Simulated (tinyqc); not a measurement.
Free and trapped electrons in a MOS channel with a dense trap tail: one step of the calculation.

p-type body, charge-sheet picture, full ionisation (an idealisation for deep acceptors), Boltzmann statistics for free electrons. e = Ec - EF at the surface. Acceptor-like traps of density D(E) = D0 + De exp(-E/Ew) at depth E below Ec, from 0 to Eu, hold n_t = integral of D(E)/(1 + exp((e - E)/Vt)). psi = Eg - Vt ln(Nv/Na) - e; N_dep = sqrt(2 eps0 eps_r Na (psi - Vt)/q); n_f = sqrt(N_dep^2 + 2 eps0 eps_r Vt Nc exp(-e/Vt)/q) - N_dep; Vg = Vfb + psi + q (N_dep + n_t + n_f)/Cox, Cox = eps0 eox/tox.

Task. Charges and gate voltage. psi, N_dep, n_f and Vg as defined, with the n_t given; free share n_f/(n_f + n_t); apparent mobility mf n_f/(n_f + n_t); gate voltage spent on traps q n_t/Cox.

Values chosen for this exercise; band and dielectric values close to those of gallium nitride:
```
symbol,value,unit,meaning
T,475,K,temperature
Eg,3.34,eV,band gap
eps_r,9.42,,relative permittivity
Nc,4.5e18,cm^-3,conduction-band density of states at T
Nv,9.14e19,cm^-3,valence-band density of states at T
eox,3.9,,relative permittivity of the insulator
tox,61,nm,insulator thickness
Na,7.6e15,cm^-3,acceptor density
Vfb,-2.77,V,flat-band voltage without trapped charge
mf,210,cm^2/(V s),mobility of free electrons
e,0.201,eV,Ec - EF at the surface
```

Constants: q = 1.602176634e-19 C, kB = 1.380649e-23 J/K, Vt = kB T/q, eps0 = 8.8541878128e-14 F/cm where lengths are in cm. Results are converted to the units shown.

n_t = 2.9608367e12 cm^-2

Find: psi; N_dep; n_f; Vg; free share; apparent mobility; gate voltage spent on traps.

Result.

psi = 2.754 V
N_dep = 4.634e11 cm^-2
n_f = 1.501e10 cm^-2
Vg = 9.718 V
free share = 0.5042 %
apparent mobility = 1.059 cm^2/(V s)
gate voltage spent on traps = 8.380 V

tinyqc, about 0.02 s, one thread, Intel Xeon 2.30GHz (shared host): `OMP_NUM_THREADS=1 python tinyqc.py 2222114 2222115 out.jsonl`
